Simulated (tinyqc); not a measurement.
# Changing the specularity p

Model: size effects in the resistivity of thin metal films and interconnect lines. Computed by tinyqc, a small Python program. Command: `OMP_NUM_THREADS=1 python tinyqc.py 3002262 3002263 out.jsonl size sweep`. One thread of a shared host (Intel(R) Xeon(R) Processor @ 2.30GHz), about 0.01 s of CPU time with the checks.

Electrons lose their drift at surfaces (a share 1 - p of the hits) and at grain boundaries (reflection R), besides bulk scattering.

Inputs (values chosen for the exercise, modelled on aluminium):
```
quantity                     value         unit
bulk resistivity rho_b        2.75  microohm cm
bulk mean free path lambda    18.8           nm
grain-boundary reflection R   0.19            -
film thickness h               4.4           nm
grain size over thickness     0.83            -
```

Geometry: film.

Method:
- D = (ratio) h.
- Mayadas-Shatzkes: alpha = (lambda/D) R/(1 - R); rho_b/rho = 1 - 3 alpha/2 + 3 alpha^2 - 3 alpha^3 ln(1 + 1/alpha).
- Fuchs-Sondheimer film: rho_b/rho = 1 - (3/(2 kappa))(1 - p) int_0^1 (s - s^3)(1 - exp(-kappa/s))/(1 - p exp(-kappa/s)) ds, f = rho/rho_b, kappa = thickness/lambda, 80 Gauss-Legendre points.
- Both together (Mayadas-Shatzkes film): rho_b/rho = (rho_b/rho of the grains alone) - (6/(pi kappa))(1 - p) int_0^(pi/2) dphi int_0^1 ds (cos^2 phi/H^2)(s - s^3)(1 - exp(-kappa H/s))/(1 - p exp(-kappa H/s)), H = 1 + alpha/(cos phi sqrt(1 - s^2)), 40 x 80 Gauss-Legendre points.
- Sheet resistance rho/h; additive estimate rho_b (f_surface + f_grain - 1).

One run for each value:
```
specularity p  resistivity rho (microohm cm)  rho/rho_b from surfaces
0.00                                   12.43                    2.827
0.15                                   11.48                    2.482
0.30                                   10.60                    2.174
0.45                                    9.80                    1.894
0.60                                    9.06                    1.636
0.75                                    8.36                    1.393
0.90                                    7.72                    1.158
0.99                                    7.35                    1.016
```

Describe and explain the trends.

Over the rows, resistivity rho (microohm cm) falls from 12.4 to 7.35; rho/rho_b from surfaces falls from 2.83 to 1.02. Even nearly specular surfaces leave rho at 2.67 times the bulk value, the grain-boundary part.
